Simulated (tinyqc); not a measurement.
From results back to parameters: pair of shallow donors (hydrogen-like orbitals). Four cases, with inputs chosen for the exercise.

Problem. The splitting D = E(-) - E(+) was computed from a hidden separation.

Each donor has the orbital exp(-r/a); energy unit Ha* = q/(eps a), q = e^2/(4 pi eps0), so that a lone donor is bound by Ha*/2; x = R/a. One electron: S = (1 + x + x^2/3) exp(-x), j = 1/x - (1 + 1/x) exp(-2x), k = (1 + x) exp(-x); levels E(+/-) = -1/2 - (j +/- k)/(1 +/- S) in Ha*, without the repulsion of the ions, split by D = |E(-) - E(+)|.

Constants: e^2/(4 pi eps0) = 14.39964547 eV angstrom.

Find: D/Ha*; x; R.

Method. D/Ha* = 2 (k - j S)/(1 - S^2) falls steadily with x in this range, so bisection finds one value.

Case 1.

Values chosen (out of a larger set: near those of two donors in GaAs; not measured data): a = 94.3 angstrom (orbital radius); eps = 12.9 (dielectric constant).

D = 0.352475 meV

Solution.

D/Ha* = 0.02978
x = 5.451
R = 514 angstrom

Case 2.

Values chosen (out of a larger set: near those of two donors in GaN; not measured data): a = 23.4 angstrom (orbital radius); eps = 9.8 (dielectric constant).

D = 6.07892 meV

Solution.

D/Ha* = 0.09681
x = 3.932
R = 92 angstrom

Case 3.

Values chosen (out of a larger set: near those of two donors in GaAs; not measured data): a = 88.6 angstrom (orbital radius); eps = 12.9 (dielectric constant).

D = 0.312394 meV

Solution.

D/Ha* = 0.02480
x = 5.677
R = 503 angstrom

Case 4.

Values chosen (out of a larger set: near those of two donors in GaN; not measured data): a = 22.3 angstrom (orbital radius); eps = 9.4 (dielectric constant).

D = 4.84959 meV

Solution.

D/Ha* = 0.07060
x = 4.350
R = 97 angstrom

Computed by tinyqc, one run a case: `OMP_NUM_THREADS=1 python tinyqc.py N N+1 out.jsonl` with N = 1280929, 1280976, 1280978, 1281025; one thread of a shared Intel(R) Xeon(R) Processor @ 2.30GHz, about 0.01 s a run at most.
